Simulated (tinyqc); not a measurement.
Plane-wave Kohn-Sham cycle with exchange-only LDA in a layered model solid, step by step. One step of it, computed by the program tinyqc.

Task: Iteration 2: Hamiltonian at one k. H(m,m') = (k + G_m)^2/2 delta + V(G_m - G_m'), with V(-G) = V(G).

A solid whose potential varies along x alone (atomic units):
```
parameter                      value
period a                    8.400000
cross-section of the cell   9.000000
electrons per cell                 2
grid points                       16
plane waves -n..n, n               3
k points                           4
V1 in V1 cos(2 pi x/a)     -0.400000
```

V(G_m), m = 0, 1, 2, ... (hartree): -0.285437  -0.035272  0.011639  0.001620  0.000737  0.000050  -0.000043

k = 0.125000 2 pi / a

Give: H.

Result:

H (hartree), lower triangle:
```
        -3      -2      -1      +0      +1      +2     +3
-3   2.027
-2  -0.035   0.698
-1   0.012  -0.035  -0.071
+0   0.002   0.012  -0.035  -0.281
+1   0.001   0.002   0.012  -0.035   0.069
+2   0.000   0.001   0.002   0.012  -0.035   0.978
+3   0.000   0.000   0.001   0.002   0.012  -0.035  2.447
```
